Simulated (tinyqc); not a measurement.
# From the Foster terms back to the ladder

Inverse problem. A two-node ladder (R1 between the nodes, R2 to ambient, C1 and C2 to ambient) has Z(t) = r_1 (1 - exp(-t/tau_1)) + r_2 (1 - exp(-t/tau_2)) at node 1. Find C1, R1, R2 and C2.

tau_1, tau_2 (ms): 0.11375977  0.48364023
r_1, r_2 (K/W): 0.095362997  0.37463700

Answer. The initial slope gives 1/C1 = sum r/tau, the initial curvature 1/(R1 C1^2) = sum r/tau^2, the final value R1 + R2 = sum r, and the determinant tau_1 tau_2 = R1 R2 C1 C2.

C1 = 0.6200 mJ/K
R1 = 0.2900 K/W
R2 = 0.1800 K/W
C2 = 1.700 mJ/K

Program tinyqc, `OMP_NUM_THREADS=1 python tinyqc.py 2520103 2520104 out.jsonl`; Intel Xeon 2.30GHz, shared host, one thread, about 0.01 s.
